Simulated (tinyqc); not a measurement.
Inside a calculation: valley splitting in a one-orbital chain of atomic planes (second-neighbour model). Values are carried at full precision from step to step, so a last printed digit may differ when a step is redone from the rounded ones.

Each (001) plane carries one orbital with energy e0, hopping v to the next plane and u to the second: E(phi) = e0 + 2 v cos(phi) + 2 u cos(2 phi), where phi = pi - k a/4 (the sign of every second orbital is chosen so that v > 0, which shifts the phase by pi). The minimum lies at cos(phi0) = -v/(4u), phi0 = pi - (pi/2) k0 for a valley at k0 (2 pi/a), and e0 puts it at zero. A slab of N planes has hard walls: the matrix simply ends.

Constants: hbar^2/2m0 = 3.80998211 eV angstrom^2.

Inputs chosen for the exercise (near those of the Delta valleys of silicon; abrupt walls in this chain split the valleys several times more than measured wells; the results hold for these values, not for the real material): a = 5.424 angstrom (lattice constant; planes lie a/4 apart); k0 = 0.827 2 pi/a (position of the valley); ml = 0.963 m0 (longitudinal mass); N = 10 (planes in the small slab).

## Hoppings from the valley position and mass

The curvature at the minimum is d2E/dphi2 = 8 u sin^2(phi0) = (2c/ml)/(a/4)^2 with c = hbar^2/2m0; v = -4 u cos(phi0); e0 = 2u + v^2/(4u).

phi0 = 1.84254 rad
u = 0.57968 eV
v = 0.62238 eV
e0 = 1.32643 eV

## The bulk band

E at phi = j pi/10.

Band:
```
phi/pi  E (eV)
0.0     3.7306
0.1     3.4482
0.2     2.6917
0.3     1.6998
0.4     0.7731
0.5     0.1671
0.6     0.0038
0.7     0.2365
0.8     0.6777
0.9     1.0805
1.0     1.2410
```

## Hamiltonian of the slab

e0 on the diagonal, v and u on the first and second off-diagonals.

H (eV):
```
         1       2       3       4       5       6       7       8       9      10
1   1.3264  0.6224  0.5797       0       0       0       0       0       0       0
2   0.6224  1.3264  0.6224  0.5797       0       0       0       0       0       0
3   0.5797  0.6224  1.3264  0.6224  0.5797       0       0       0       0       0
4        0  0.5797  0.6224  1.3264  0.6224  0.5797       0       0       0       0
5        0       0  0.5797  0.6224  1.3264  0.6224  0.5797       0       0       0
6        0       0       0  0.5797  0.6224  1.3264  0.6224  0.5797       0       0
7        0       0       0       0  0.5797  0.6224  1.3264  0.6224  0.5797       0
8        0       0       0       0       0  0.5797  0.6224  1.3264  0.6224  0.5797
9        0       0       0       0       0       0  0.5797  0.6224  1.3264  0.6224
10       0       0       0       0       0       0       0  0.5797  0.6224  1.3264
```

## Levels and the valley doublet

Diagonalise H. The two lowest levels are the doublet made from the valleys at +k0 and -k0; give their splitting, the weights of the lowest state, and its parity under reversal of the planes.

levels (eV): [0.1380, 0.1492, 0.4831, 0.5788, 0.8863, 1.1052, 1.3379, 2.1339, 2.9343, 3.5175]

splitting = 11.28 meV

weights on the planes: [0.033, 0.109, 0.000, 0.251, 0.107, 0.107, 0.251, 0.000, 0.109, 0.033]

parity of the lowest state: even

The mean of the doublet lies 0.1436 eV above the bulk minimum, and level 3 lies 0.3395 eV above that mean; the weights oscillate from plane to plane because the two valleys interfere.

## Checks

- Mean of the doublet for 400 planes against the effective-mass level with W = 402 a/4 (meV): both 0.1314.

tinyqc: `OMP_NUM_THREADS=1 python tinyqc.py 1450131 1450132 out.jsonl`; about 0.02 s, one thread, shared Intel(R) Xeon(R) Processor @ 2.30GHz.
